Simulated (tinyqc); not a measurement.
Nanosheet or nanowire with hard walls, valleys of the Si type: sweeps and comparisons. A value that a table varies takes the place of the one given here.

Six ellipsoidal valleys along the cube axes: inverse mass tensor w = 1/mt + (1/ml - 1/mt) a a^T with a the unit axis. Device axes: x along the channel, z = [001], y = z x x.

Hard walls around a W x H rectangle. The block w_c of w in (y, z) confines; the transport mass follows from 1/m_x = w_xx - w_xc w_c^-1 w_cx. The cross-section problem c (w_yy ky^2 + 2 w_yz ky kz + w_zz kz^2), c = hbar^2/2m0, is solved in products sin(n pi y/W) sin(l pi z/H), n, l = 1 to 12; if w_yz = 0 the levels are c pi^2 (w_yy n^2/W^2 + w_zz l^2/H^2). The w_yz term couples (n, l) to (n', l') by -2 c w_yz D_nn'(W) D_ll'(H) with D_nm(L) = 4 n m/(L (n^2 - m^2)) for n + m odd and 0 otherwise.

Without degeneracy the line density is N1 exp((EF - Ec)/kB T) with N1 = sum 2 g sqrt(m_x kB T/(4 pi c)) exp(-E/kB T), here over n, l up to 80 where w_yz = 0 and over all levels of a 12 x 12 sine basis otherwise; the classical value is W H Nc with Nc = 2 g_all (m_dos kB T/(4 pi c))^(3/2), m_dos = (ml mt^2)^(1/3); dVt = kB T ln(W H Nc/N1).

Constants: hbar^2/2m0 = 3.80998211 eV angstrom^2; kB = 8.617333262e-05 eV/K.

Inputs chosen for the exercise (near those of Si; the results hold for these values, not for the real material):

| symbol | value | unit | meaning |
|---|---|---|---|
| ml | 0.921 | m0 | longitudinal mass |
| mt | 0.193 | m0 | transverse mass |
| T | 300 | K | temperature |
| g_all | 6 |  | number of valleys |
| channel | 110 |  | transport direction x on a (001) wafer |
| H | 72 | angstrom | height, along z = [001] |
| Ws | (25, 35, 50, 75, 110, 170, 260) | angstrom | widths |
| W | 235 | angstrom | width, along y |

## From wire to sheet

Valleys:

| group | valleys g | w_yy | w_zz | \|w_yz\| | m_x (m0) |
|---|---|---|---|---|---|
| A | 2 | 5.18135 | 1.08578 | 0.00000 | 0.19300 |
| B | 4 | 3.13356 | 5.18135 | 0.00000 | 0.55700 |

Lowest level of each group (groups ordered by w_zz, then w_yy) and dVt against the width.

Results:

| W (angstrom) | A1 (eV) | B1 (eV) | dVt (mV) |
|---|---|---|---|
| 25 | 0.3196 | 0.2261 | 199.2 |
| 35 | 0.1669 | 0.1338 | 112.9 |
| 50 | 0.0858 | 0.0847 | 66.9 |
| 75 | 0.0425 | 0.0585 | 43.5 |
| 110 | 0.0240 | 0.0473 | 34.1 |
| 170 | 0.0146 | 0.0417 | 28.7 |
| 260 | 0.0108 | 0.0393 | 25.7 |

What does this show?

dVt falls from 199 to 26 mV. The lowest group changes from B to A between W = 50 and 75 angstrom (H = 72). At the widest W the lowest level is 0.0108 eV; the film limit c pi^2 w_zz/H^2 of that group is 0.0079 eV.

## Channel direction

The same rectangle along [100] and [110]; groups ordered by w_zz, then w_yy.

Lowest level of each group:

| channel, group | valleys g | w_yy | w_zz | \|w_yz\| | m_x (m0) | E (eV) |
|---|---|---|---|---|---|---|
| [100] A | 2 | 5.181 | 1.086 | 0.000 | 0.193 | 0.0114 |
| [100] B | 2 | 1.086 | 5.181 | 0.000 | 0.193 | 0.0383 |
| [100] C | 2 | 5.181 | 5.181 | 0.000 | 0.921 | 0.0411 |
| [110] A | 2 | 5.181 | 1.086 | 0.000 | 0.193 | 0.0114 |
| [110] B | 4 | 3.134 | 5.181 | 0.000 | 0.557 | 0.0397 |

How do the results move?

The lowest subband has m_x = 0.193 m0 and 2 valleys along [100], and 0.193 m0 and 2 valleys along [110]; its edge lies at 0.0114 and 0.0114 eV. These valleys have their axis along z, so turning the channel in the wafer plane leaves them alone; only the higher groups change.

## What each parameter does

E1 and E2 are the two lowest subband edges over all groups. Each row changes one parameter from the base and keeps the others.

Results:

| case | E1 (eV) | E2 - E1 (meV) | m_x of lowest (m0) | dVt (mV) |
|---|---|---|---|---|
| base | 0.0114 | 10.6 | 0.193 | 26.3 |
| W = 225 angstrom | 0.0117 | 11.5 | 0.193 | 26.6 |
| H = 80 angstrom | 0.0099 | 10.6 | 0.193 | 23.3 |
| T = 270 K | 0.0114 | 10.6 | 0.193 | 25.5 |
| ml = 1.013 m0 | 0.0107 | 10.6 | 0.193 | 26.0 |
| mt = 0.174 m0 | 0.0118 | 11.7 | 0.174 | 28.0 |

How do the results move?

The largest shifts from the base row, up to three for each result and ties (the steps differ in size, so this ranks the rows, not the parameters). E1 (eV): H -0.0015, ml -0.0007, mt +0.0004; unchanged at the printed digits by T. E2 - E1 (meV): mt +1.2, W +1.0; unchanged at the printed digits by H, T and ml. m_x of lowest (m0): mt -0.019; unchanged at the printed digits by W, H, T and ml. dVt (mV): H -3.0, mt +1.7, T -0.8.

tinyqc: `OMP_NUM_THREADS=1 python tinyqc.py 1282037 1282038 out.jsonl`; about 0.04 s, one thread, shared Intel(R) Xeon(R) Processor @ 2.30GHz.
